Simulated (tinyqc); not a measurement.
# Thermal RC ladder, step response: two studies

A ladder of 2 nodes: R_i joins node i to node i + 1, the last R to the ambient; C_i is the heat capacity of node i; theta is the rise above ambient, zero at t = 0. d theta/dt = -A theta + b with b = (Pw/C_1, 0, ...), times in ms.

Parameters, values chosen for the exercise: resistances, junction to ambient R = [0.7, 0.37] K/W; heat capacities of the nodes C = [0.34, 6.1] mJ/K; power at node 1 from t = 0 Pw = 37 W.

Each table varies one quantity; the others keep the values above.

## Pulse trains: peak against mean temperature

A = C^(-1) K, K_ii = 1/R_(i-1) + 1/R_i (no first term for node 1), K_(i,i+1) = K_(i+1,i) = -1/R_i. The time constants tau_k are the inverse eigenvalues of A; the rise of node 1 per watt is Z(t) = sum_k r_k (1 - exp(-t/tau_k)), with r_k = v_k1^2 tau_k/C_1 and v_k the unit eigenvectors of C^(-1/2) K C^(-1/2). For pulses of length tp = 0.8 ms and period tp/D, the steady peak rise per watt is sum_k r_k (1 - exp(-tp/tau_k))/(1 - exp(-tp/(D tau_k))), and the mean is D sum R.

Pulse trains: peak against mean temperature:
```
D     peak (K/W)  mean (K/W)  peak/mean  peak rise (K)
0.01      0.7281     0.01070      68.04          26.94
0.02      0.7281     0.02140      34.02          26.94
0.05      0.7282     0.05350      13.61          26.94
0.1       0.7328      0.1070      6.849          27.11
0.2       0.7579      0.2140      3.542          28.04
0.3       0.7910      0.3210      2.464          29.27
0.5       0.8640      0.5350      1.615          31.97
0.8       0.9835      0.8560      1.149          36.39
```

The peak rises from 0.728 to 0.983 K/W, while its ratio to the mean falls from 68.0 to 1.15. In the first row the peak is within 0.01 % of that of a single pulse, 0.728 K/W.

## Time step and accuracy

Both schemes run from t = 0 to 0.9 ms in M equal steps dt: explicit, theta(new) = theta + dt (b - A theta); implicit, (1 + dt A) theta(new) = theta + dt b. Errors of node 1 are against Pw Z; tau_1 is the shortest time constant.

Time step and accuracy:
```
M    dt/tau_1  error, explicit (%)  error, implicit (%)
2       2.008               -80.66               -8.960
3       1.339                5.744               -5.878
4       1.004                2.264               -4.326
8      0.5019                1.553               -2.056
16     0.2510               0.8639              -0.9869
32     0.1255               0.4504              -0.4809
64    0.06274               0.2294              -0.2370
128   0.03137               0.1157              -0.1176
```

What does the table show?

With 2 steps the errors are -81 % (explicit) and -9.0 % (implicit), with 128 steps 0.12 and -0.12 %. The last doubling divides them by 2.0 and 2.0: both schemes are of first order, with errors of opposite sign. The explicit scheme is stable only for dt < 2 tau_1, and the first row, at 2.01, sits next to that limit, so its error does not follow the trend.

tinyqc, about 0.01 s, one thread, Intel Xeon 2.30GHz (shared host): `OMP_NUM_THREADS=1 python tinyqc.py 2520110 2520111 out.jsonl`
